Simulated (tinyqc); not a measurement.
Error from band bending against W.

In A the levels shift by pb (1 - z/W)^2 for z < W. The signal from depth z is weighted by exp(-z/le)/le, so the centroid shifts by pb [1 - 2/a + (2/a^2)(1 - exp(-a))], a = W/le, and the error of iA against its value at the interface is that less pb.

Parameters, values chosen for the exercise:

| symbol | value | unit | meaning |
|---|---|---|---|
| pb | 0.64 | V | band bending in A at the interface |
| le | 2.4 | nm | escape depth |

Results:
```
W (nm)	a	centroid shift (eV)	error (meV)
2.8	1.1667	0.19042	-449.58
5	2.0833	0.28379	-356.21
8.6	3.5833	0.37971	-260.29
26	10.833	0.53275	-107.25
45	18.750	0.57537	-64.626
79	32.917	0.60230	-37.705
140	58.333	0.61843	-21.567
240	100.00	0.62733	-12.672
```

Estimate the missing row, W = 15 nm.

Computed row:
```
W (nm)	a	centroid shift (eV)	error (meV)
15	6.2500	0.46790	-172.10
```

With this row back in the table: The size of the error falls from 450 to 12.7 meV; for large a it is 2 |pb|/a. It is below 50 meV, a typical accuracy of the method, in 3 of the 9 rows. Heavily doped substrates and deep-probing photons need the correction.

Numbers from tinyqc (`OMP_NUM_THREADS=1 python tinyqc.py 2410101 2410102 out.jsonl`; about 0.01 s on one thread of a shared Intel Xeon 2.30GHz).
